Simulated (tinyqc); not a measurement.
Heat flow across a film from the phonon Boltzmann equation in the relaxation-time approximation. Inputs raised by 2 %, one at a time. Computed by tinyqc, a small Python program. Command: `OMP_NUM_THREADS=1 python tinyqc.py 3024181 3024182 out.jsonl slabbte sens`. One thread of a shared host (Intel(R) Xeon(R) Processor @ 2.30GHz), about 0.05 s of CPU time with the checks.

Two black walls, hot at x = 0 and cold at x = L, emit phonons isotropically. For one free path Lambda, with tau = x/Lambda, tau_L = L/Lambda and phi = (T - T_cold)/Delta T, energy balance gives phi(tau) = (1/2) [E2(tau) + int_0^tau_L phi(s) E1(|tau - s|) ds]; E_n are the exponential integrals. The flux over the ballistic flux C v Delta T/4 is psi = 1 - 2 int_0^tau_L phi(s) E2(s) ds, and kappa_eff/kappa = (3/4) tau_L psi. kappa = C v Lambda/3 is an input, so at fixed kappa a longer free path means a smaller C v.

Inputs (values chosen for the exercise, modelled on indium phosphide):

| quantity | value | unit |
|---|---|---|
| bulk conductivity kappa | 68.2 | W/(m K) |
| film thickness L | 43 | nm |
| wall temperature difference Delta T | 8.4 | K |
| free path Lambda_1 | 63 | nm |
| free path Lambda_2 | 370 | nm |
| share f_2 of kappa | 0.37 | - |
| free path Lambda_3 | 4700 | nm |
| share f_3 of kappa | 0.14 | - |
| cells n in the small system | 4 | - |

Free-path groups: three.

Method:
- Cut the film into n equal cells with constant phi, collocated at the centres c_i: the kernel integrates to A_ij = |E2(|c_i - e_j|) - E2(|c_i - e_(j+1)|)|/2 for cell edges e_j, and A_ii = 1 - E2(half a cell); solve (1 - A) phi = E2(c)/2; psi = 1 - 2 sum_j phi_j [E3(e_j) - E3(e_(j+1))].
- Use 150 and 300 cells and extrapolate psi = (4 psi(300) - psi(150))/3. The jump at the hot wall is 1 - phi there (linear extrapolation from the first two of 300 cells). Two-flux (diffusion with slip) formula: psi = 1/(1 + 3 tau_L/4).
- Each group is solved on its own with 150 and 300 cells, psi = (4 psi(300) - psi(150))/3, and weighted by its share of kappa (f_1 is what the others leave); exchange of energy between groups inside the film is left out.
- Flux J = kappa_eff Delta T/L; apparent boundary resistance per wall (L/kappa_eff - L/kappa)/2.

Runs:

| input moved | from | to | kappa_eff (W/(m K)) | flux J (GW/m^2) | apparent resistance per wall (m^2 K/GW) | jump at the wall / Delta T for Lambda_1 |
|---|---|---|---|---|---|---|
| base run | - | - | 12.999 | 2.5394 | 1.3387 | 0.28207 |
| bulk conductivity kappa (W/(m K)) | 68.2 | 69.564 | 13.259 | 2.5902 | 1.3124 | 0.28207 |
| film thickness L (nm) | 43 | 43.86 | 13.181 | 2.5243 | 1.3423 | 0.28005 |
| free path Lambda_1 (nm) | 63 | 64.26 | 12.857 | 2.5115 | 1.3570 | 0.28409 |
| free path Lambda_2 (nm) | 370 | 377.4 | 12.964 | 2.5325 | 1.3432 | 0.28207 |
| share f_2 of kappa | 0.37 | 0.3774 | 12.874 | 2.5149 | 1.3548 | 0.28207 |
| free path Lambda_3 (nm) | 4700 | 4794 | 12.998 | 2.5392 | 1.3388 | 0.28207 |
| share f_3 of kappa | 0.14 | 0.1428 | 12.938 | 2.5275 | 1.3465 | 0.28207 |

Exponents ln(y'/y) / ln(x'/x):

| input | kappa_eff | flux J | apparent resistance per wall | jump at the wall / Delta T for Lambda_1 |
|---|---|---|---|---|
| bulk conductivity kappa | 1.000 | 1.000 | -1.000 | 0.000 |
| film thickness L | 0.699 | -0.301 | 0.135 | -0.363 |
| free path Lambda_1 | -0.558 | -0.558 | 0.688 | 0.360 |
| free path Lambda_2 | -0.138 | -0.138 | 0.170 | 0.000 |
| share f_2 of kappa | -0.490 | -0.490 | 0.605 | 0.000 |
| free path Lambda_3 | -0.005 | -0.005 | 0.006 | 0.000 |
| share f_3 of kappa | -0.239 | -0.239 | 0.295 | 0.000 |

Among the inputs moved here: kappa_eff answers most in size to bulk conductivity kappa (exponent +1.000), next to film thickness L (+0.699). Its exponent +1.000 in bulk conductivity kappa: at fixed free paths all scales with kappa. Flux J answers most in size to bulk conductivity kappa (exponent +1.000), next to free path Lambda_1 (-0.558). Apparent resistance per wall answers most in size to bulk conductivity kappa (exponent -1.000), next to free path Lambda_1 (+0.688). Jump at the wall / Delta T for Lambda_1 answers most in size to film thickness L (exponent -0.363), and about equally to free path Lambda_1 (+0.360); its exponent is below 0.0005 for bulk conductivity kappa, free path Lambda_2, share f_2 of kappa, free path Lambda_3, share f_3 of kappa.
